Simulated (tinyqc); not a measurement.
Wafer and channel orientation: ellipsoidal valleys in the axes of a wafer and a channel.

Valleys with axes a along x, y and z, two valleys each; inverse mass tensor w = 1/mt + (1/ml - 1/mt) a a. Device axes: z = nz/|nz|, x = nx/|nx|, y = z cross x; in them a = (ax, ay, az). Confinement mass mz = 1/w_zz. In the plane w_ij is replaced by u_ij = w_ij - w_iz w_jz/w_zz (i, j = x, y); density-of-states mass md = 1/sqrt(det u); conductivity mass along x mc = 1/u_xx; ballistic transport mass mx = u_yy/det u, width mass my = 1/u_yy.

Hard walls: E_n = c (n pi/t)^2/mz, c = hbar^2/2m0, n = 1, 2, 3. Non-degenerate share of a valley proportional to md sum_n exp(-E_n/kT); mean 1/mc = sum of share/mc. 1 nm = 10 angstrom.

Constants: hbar^2/2m0 = 3.80998211 eV angstrom^2; kB = 8.617333262e-05 eV/K.

Parameters, chosen for this exercise (near those of the Delta valleys of Si; shifted at random, so the results belong to these values and not to a real crystal): ml = 0.935 m0 (longitudinal mass); mt = 0.191 m0 (transverse mass); t = 8.5 nm (thickness of the film); T = 400 K (temperature).

For each face/channel: the lowest ladder (mz, number of valleys, md, E1, share) and the mean conductivity mass over all valleys.

Results:
```
face/channel     mz  valleys     md  E1 (meV)  share  mean mc
(110)/[1-10]  0.317        4  0.328      16.4  0.710   0.3598
(110)/[1-11]  0.317        4  0.328      16.4  0.710   0.3130
(001)/[100]   0.935        2  0.191       5.6  0.423   0.2480
(100)/[011]   0.935        2  0.191       5.6  0.423   0.2480
(112)/[11-1]  0.407        2  0.290      12.8  0.380   0.3207
(110)/[001]   0.317        4  0.328      16.4  0.710   0.2483
(001)/[110]   0.935        2  0.191       5.6  0.423   0.2480
```

The mean conductivity mass is lowest, 0.2480, for (001)/[100], (100)/[011] and (001)/[110] and highest, 0.3598, for (110)/[1-10]; the bulk value is 0.2599. The confinement energy is lowest on the face with the heaviest mz ((001), 6 meV). The density of states of the lowest ladder, valleys times md, runs between 0.382 and 1.312; a small value limits the charge through the quantum capacitance.

Computed by tinyqc, a small Python program: `OMP_NUM_THREADS=1 python tinyqc.py 1880996 1880997 out.jsonl` (the numbers bound the seed that draws the inputs); one thread of a shared host (Intel(R) Xeon(R) Processor @ 2.30GHz), about 0.01 s for the whole set of steps.
